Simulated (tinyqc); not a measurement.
# Frequency dispersion of an accumulation capacitance by border traps, distributed model: effects of single changes

Traps spread evenly through the insulator exchange electrons with the semiconductor by tunnelling, with tau(x) = t0 exp(2 ka x) at depth x from the interface. The admittance per area Y seen at depth x obeys dY/dx = -Y^2/(i w eps0 eox) + q Nb ln(1 + i w tau)/tau, with Y(0) = i w Cs and w = 2 pi f; the gate sees Y(tox) = G + i w C. Working variable y = Y/(i w), in uF/cm^2. Cox = eps0 eox/tox.

Parameters, values chosen for the exercise; permittivity close to that of hafnium oxide:
```
symbol   value         unit                                               meaning
eox       18.6                             relative permittivity of the insulator
tox        5.9           nm                                   insulator thickness
Cs           2      uF/cm^2             semiconductor capacitance in accumulation
Nb      7.2e19  cm^-3 eV^-1                               density of border traps
ka         3.9         1/nm  decay constant of the wave function in the insulator
t0       8e-11            s              time constant of a trap at the interface
f         1000           Hz                                             frequency
```

Constants: q = 1.602176634e-19 C, eps0 = 8.8541878128e-14 F/cm where lengths are in cm. Results are converted to the units shown.

Each table varies one quantity; the others keep the values above.

## Capacitance and loss against frequency

Cox; trap-free value 1/(1/Cox + 1/Cs); response depth d = ln(1/(w t0))/(2 ka), where w tau = 1; lumped estimate: all traps within d act as C_bt = q Nb d placed at d/2, so C = 1/{1/[1/(1/Cs + d/(2 eps0 eox)) + C_bt] + (tox - d/2)/(eps0 eox)}. C and G from a fine integration; dispersion -d C/d log10 f over C, from f times and over 1.1. For a broad spread of time constants G/w is close to -(pi/2) dC/d ln w.

The same in every row: trap-free C (uF/cm^2) = 1.165.

Result of one run:
```
f (Hz)  d (nm)  C (uF/cm^2)  G/w (uF/cm^2)  dispersion (% a decade)  -(pi/2) dC/d ln w (uF/cm^2)  lumped C (uF/cm^2)
10       2.450        2.091        0.07814                    5.467                      0.07800               1.989
```

What becomes of these results when the frequency f is changed from 10 to 1e7 Hz, all else the same?

Result of the changed run:
```
f (Hz)  d (nm)  C (uF/cm^2)  G/w (uF/cm^2)  dispersion (% a decade)  -(pi/2) dC/d ln w (uF/cm^2)  lumped C (uF/cm^2)
1e7     0.6786        1.464        0.06992                    6.995                      0.06985               1.413
```

The whole series:
```
f (Hz)  d (nm)  C (uF/cm^2)  G/w (uF/cm^2)  dispersion (% a decade)  -(pi/2) dC/d ln w (uF/cm^2)  lumped C (uF/cm^2)
10       2.450        2.091        0.07814                    5.467                      0.07800               1.989
100      2.155        1.980        0.07468                    5.520                      0.07455               1.894
1000     1.859        1.872        0.07205                    5.631                      0.07192               1.800
10000    1.564        1.768        0.07024                    5.812                      0.07011               1.706
1e5      1.269        1.666        0.06926                    6.080                      0.06912               1.611
1e6     0.9738        1.565        0.06914                    6.462                      0.06900               1.513
1e7     0.6786        1.464        0.06992                    6.995                      0.06985               1.413
```

C falls from 2.091 to 1.464 uF/cm^2, towards the trap-free 1.165; each decade of frequency removes ln 10/(2 ka) = 0.295 nm from the response depth. The dispersion rises from 5.47 to 6.99 % a decade and G/w goes from 0.0781 through a minimum of 0.0691 (at f = 1e6 Hz among the rows listed) to 0.0699 uF/cm^2. G/w stays at 1.00 times -(pi/2) dC/d ln w, the relation for a broad spread of time constants.

## Effect of the insulator thickness

Same model as above.

The same in every row: d (nm) = 1.859.

Effect of the insulator thickness:
columns A: tox (nm); B: C (uF/cm^2); C: G/w (uF/cm^2); D: dispersion (% a decade); E: -(pi/2) dC/d ln w (uF/cm^2); F: lumped C (uF/cm^2); G: trap-free C (uF/cm^2)
```
A         B        C      D        E       F       G
2.4   3.101   0.1866  9.087   0.1923   2.916   1.549
3.3   2.656   0.1451  7.989   0.1447   2.515   1.428
4.4   2.257   0.1047  6.787   0.1045   2.153   1.303
6     1.851  0.07044  5.567  0.07032   1.781   1.157
8.1   1.498  0.04610  4.504  0.04603   1.451   1.008
11    1.186  0.02886  3.563  0.02882   1.156  0.8562
15   0.9206  0.01740  2.765  0.01737  0.9025  0.7088
20   0.7196  0.01063  2.161  0.01061  0.7084  0.5833
```

As tox goes from 2.4 to 20, C falls from 3.10 to 0.720 uF/cm^2, the dispersion falls from 9.09 to 2.16 % a decade and G/w falls from 0.187 to 0.0106 uF/cm^2. The lumped estimate is 6.0 % below C in the first row and 1.6 % below it in the last.

Computed by the program tinyqc: `OMP_NUM_THREADS=1 python tinyqc.py 2202044 2202045 out.jsonl`, one thread of a shared Intel Xeon 2.30GHz, about 0.4 s for the whole run.
